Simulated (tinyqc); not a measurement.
From results back to parameters: phonon-assisted absorption at an indirect gap. Three cases, with inputs chosen for the exercise.

Problem. A slab transmits Tr = (1 - R)^2 x/(1 - R^2 x^2) with x = exp(-alpha d) and R = ((nr - 1)/(nr + 1))^2.

Case 1.

Values chosen (out of a larger set: loosely those of AlAs at room temperature; Eg is not tied to T; not measured data): nr = 3.08 (refractive index); d = 15 micrometre (thickness).

Tr = 0.580669

Case 2.

Values chosen (out of a larger set: loosely those of SiC at room temperature; Eg is not tied to T; not measured data): nr = 2.81 (refractive index); d = 76 micrometre (thickness).

Tr = 0.126466

Case 3.

Values chosen (out of a larger set: loosely those of SiGe at room temperature; Eg is not tied to T; not measured data): nr = 3.76 (refractive index); d = 16 micrometre (thickness).

Tr = 0.182457

Find: x; alpha.

Solution. Tr R^2 x^2 + (1 - R)^2 x - Tr = 0; take the positive root, then alpha = -ln(x)/d.

Case 1.

x = 0.9899
alpha = 6.75 1/cm

Case 2.

x = 0.2105
alpha = 205 1/cm

Case 3.

x = 0.4064
alpha = 563 1/cm

Computed by tinyqc, one run a case: `OMP_NUM_THREADS=1 python tinyqc.py N N+1 out.jsonl` with N = 1680946, 1681124, 1681142; one thread of a shared Intel(R) Xeon(R) Processor @ 2.30GHz, about 0.01 s a run at most.
